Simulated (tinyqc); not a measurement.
# Read current of a NAND string, cells in series solved by shooting: effects of single changes

Cells in series, numbered from 0 at the source line (0 V) to the bit line, each followed by a gap resistance Rg. A cell with gate Vg, threshold VT, source Vs and drain Vd passes I = 2 nf K Vt^2 [F(Vs) - F(Vd)]/(1 + th max(Vg - VT, 0)), F(V) = ln^2(1 + exp((Vg - VT - nf V)/(2 nf Vt))). The selected cell has Vg = Vr, the others Vg = Vp.

Inputs (values chosen for the exercise); values of the order met in vertical NAND strings:
- T = 300 K (temperature)
- K = 20 uA/V^2 (gain factor of a cell)
- nf = 1.7 (slope factor)
- th = 0.07 1/V (mobility reduction factor)
- Rg = 1.2 kohm (resistance of the gap between cells)
- Vbl = 0.3 V (bit-line voltage)
- Vp = 7.9 V (pass voltage)
- Ve = -2.4 V (threshold of an erased cell)
- Vh = 3.3 V (threshold of the highest state)
- Vx = 2.1 V (threshold of the selected cell)
- Is = 20 nA (sensing current)
- Vr = 4.02 V (read voltage on the selected word line)

Constants: q = 1.602176634e-19 C, kB = 1.380649e-23 J/K, Vt = kB T/q. Results are converted to the units shown.

Each table varies one quantity; the others keep the values above.

## Read current against the number of cells

For a trial current I start at 0 V and, cell by cell, solve for the drain: sqrt(F(Vd)) = sqrt(F(Vs) - I/k), k = 2 nf K Vt^2/(1 + th max(Vg - VT, 0)), Vd = [Vg - VT - 2 nf Vt ln(exp(sqrt F) - 1)]/nf, then add I Rg. The string current is the I for which the last node reaches Vbl. The apparent threshold is the Vr at which I = Is. Background: all other cells erased (VT = Ve) or all in the highest state (VT = Vh); ratio and shift are high over erased and high minus erased. The selected cell is in the middle, cell n/2.

Read current against the number of cells:

| n | I, others erased (uA) | I, others high (uA) | ratio | apparent VT, erased (V) | apparent VT, high (V) | background shift (mV) |
|---|---|---|---|---|---|---|
| 8 | 2.886 | 1.995 | 0.6912 | 2.096 | 2.097 | 0.8185 |
| 16 | 1.649 | 1.066 | 0.6462 | 2.097 | 2.099 | 1.638 |
| 32 | 0.8874 | 0.5514 | 0.6214 | 2.100 | 2.103 | 3.292 |
| 64 | 0.4611 | 0.2806 | 0.6084 | 2.105 | 2.112 | 6.597 |
| 96 | 0.3115 | 0.1881 | 0.6040 | 2.110 | 2.120 | 9.915 |
| 128 | 0.2352 | 0.1415 | 0.6018 | 2.116 | 2.129 | 13.24 |
| 192 | 0.1578 | 0.09463 | 0.5995 | 2.126 | 2.146 | 19.95 |

What does the table show?

With erased neighbours the current falls from 2.89 to 0.158 uA, as n^(-0.81) between the first two rows and n^(-0.98) between the last two (-1 once the series resistance rules). The ratio falls from 0.691 to 0.600 and the background shift rises from 0.818 to 19.9 mV.

## Effect of the read voltage on the selected word line

Same model as above.

The string has 128 cells and the selected one is cell 64.

The same in every row: apparent VT, erased (V) = 2.116; apparent VT, high (V) = 2.129; background shift (mV) = 13.24.

Effect of the read voltage on the selected word line:

| Vr (V) | I, others erased (uA) | I, others high (uA) | ratio |
|---|---|---|---|
| 1.8 | 4.768e-5 | 4.765e-5 | 0.9993 |
| 2.2 | 0.04724 | 0.03781 | 0.8004 |
| 2.6 | 0.2055 | 0.1304 | 0.6345 |
| 3 | 0.2266 | 0.1384 | 0.6107 |
| 3.4 | 0.2319 | 0.1403 | 0.6052 |
| 3.8 | 0.2343 | 0.1412 | 0.6026 |
| 4.2 | 0.2357 | 0.1417 | 0.6012 |
| 4.6 | 0.2366 | 0.1421 | 0.6003 |

As Vr goes from 1.8 to 4.6 V, the current with erased neighbours rises from 4.77e-5 to 0.237 uA, that with high neighbours rises from 4.76e-5 to 0.142 uA and the ratio falls from 0.999 to 0.600. The apparent thresholds do not depend on Vr.

Computed by the program tinyqc: `OMP_NUM_THREADS=1 python tinyqc.py 2142115 2142116 out.jsonl`, one thread of a shared Intel Xeon 2.30GHz, about 0.9 s for the whole run.
